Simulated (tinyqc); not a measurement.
# Adsorption as a lattice gas: isotherms with interactions, competition, desorption peaks and saturation dose, step by step

A worked calculation. Computed by tinyqc, a small Python program that keeps every step. Command: `OMP_NUM_THREADS=1 python tinyqc.py 3021567 3021568 out.jsonl adsorb walk`. One thread of a shared host (Intel(R) Xeon(R) Processor @ 2.30GHz), about 0.2 s of CPU time with the checks. Intermediate numbers are printed to about 5 digits and carried at full precision; extremes and crossings named in words are read from the listed rows.

One adsorbate per site; a molecule needs 2 empty sites. Gas and surface have the same temperature.

Inputs (values chosen for the exercise, for a model surface): desorption energy E = 1.77 eV; prefactor nu = 2.1e+12 1/s; pair energy w (positive repels) = -0.056 eV; neighbours z = 3; site density N_s = 14 1/nm^2; molecular mass M = 25.4 u; sticking coefficient s0 = 0.018; temperature T = 583 K; pressure p = 0.00084 Pa; blocking by a second gas, K_B p_B = 7.1; heating rate beta = 5.2 K/s; initial coverage theta_0 = 0.32; aspect ratio a (depth over diameter) of a hole = 60.

Adsorption: dissociative (second order).

Constants: u = 1.6605390666e-27 kg; k_B = 1.380649e-23 J/K; k_B = 8.617333262e-05 eV/K.

## Flux and the Langmuir coverage

Flux F = p/sqrt(2 pi M k_B T); k_d = nu exp(-E/(k_B T)); 2 s0 F (1 - theta)^2 = N_s k_d theta^2, so y = sqrt(2 s0 F/(N_s k_d)), theta = y/(1 + y). With a second gas on the same sites theta = y/(1 + y + K_B p_B).

flux F = 18.187 1/(nm^2 s)

k_d = 0.0010504 1/s

y = 6.6727

Langmuir coverage = 0.86967

coverage with the second gas = 0.45169

## Coverage with interactions

With u = w/(k_B T). Mean field: theta/(1 - theta) = y exp(-z u theta). Quasi-chemical: theta/(1 - theta) = y [(r - 1 + 2 theta)(1 - theta)/((r + 1 - 2 theta) theta)]^(-z/2) exp(-z u/2), r = sqrt(1 - 4 theta (1 - theta)(1 - exp(-u))).

u = -1.1147

coverage, mean field = 0.99464

coverage, quasi-chemical = 0.99456

Attraction raises the coverage from 0.8697. Both theories put half coverage at ln y = z u/2 = -1.672; here ln y = 1.898.

## Isotherms

The formulas are those given above.

Coverage; the first column is ln y - z u/2:
```
ln y - z u/2  no interaction  mean field  quasi-chemical
-5.0                 0.00126     0.00127         0.00127
-3.0                 0.00927     0.00957         0.00982
-2.0                 0.02479     0.02708         0.02911
-1.0                 0.06465     0.08380         0.10192
-0.5                 0.10229     0.16532         0.22049
0.0                  0.15816     0.50000         0.50000
0.5                  0.23649     0.83468         0.77951
1.0                  0.33805     0.91620         0.89808
2.0                  0.58127     0.97292         0.97089
3.0                  0.79051     0.99043         0.99018
5.0                  0.96538     0.99873         0.99873
```

At half coverage the slope d theta/d ln y is 1/4 without interaction, 1/(4 + z u) = 1.524 in mean field and 0.696 in the pair theory, 1/[4 + 2 z (exp(u/2) - 1)]. Attraction steepens the filling towards a step; the two theories differ by at most 0.055 in these rows.

## Desorption peak without interaction

The peak obeys E/(k_B T_p^2) = (nu theta_0/beta) exp(-E/(k_B T_p)) if theta at the peak is theta_0/2. Redhead's shortcut, with the constant 3.46 (3.64 is also in use), reads E back as k_B T_p [ln(nu' T_p/beta) - 3.46], nu' = nu theta_0.

peak temperature T_p = 713.33 K

E by Redhead's shortcut = 1.7639 eV

The shortcut misses by -0.35 %, since 3.46 stands for ln(E/(k_B T_p)) = 3.36. A prefactor wrong by a factor 100 would shift E by 0.283 eV.

## Peak against initial coverage

Heating at the rate beta: d theta/dT = -(nu/beta) theta^2 exp(-[E - 2 z w theta]/(k_B T)). Integrated numerically (relative tolerance 1e-9); T_p is the maximum of the rate.

Peak temperatures (K):
```
theta_0   w = 0  with w
0.1      739.72  751.17
0.3      713.41  746.10
0.5      701.78  754.73
0.7      694.32  766.90
0.9      688.84  780.69
```

Without interaction the peak moves down by 50.9 K, the mark of second order; with w it moves by +29.5 K.

## Dose to saturate, flat and in a hole

Without desorption or interaction, 99 % coverage needs the time 99 N_s/(2 s0 F). For a round hole of aspect ratio a in molecular flow with unit sticking (Gordon), the time is N_s/(2F) x [1 + (19/4) a + (3/2) a^2]. The larger of the two times is a rough guide.

time on a flat surface = 2116.8 s

time for the hole = 2188.4 s

Transport and reaction are comparable. Caution: with k_d = nu exp(-E/(k_B T)) of these inputs desorption is not negligible over the time on a flat surface, so without interaction 99 % coverage is not reached.

Checks made by the program: quasi-chemical form at low coverage and at the symmetry point (relative difference 5e-07); T_p against the integrated rate equation (relative difference 2e-03).
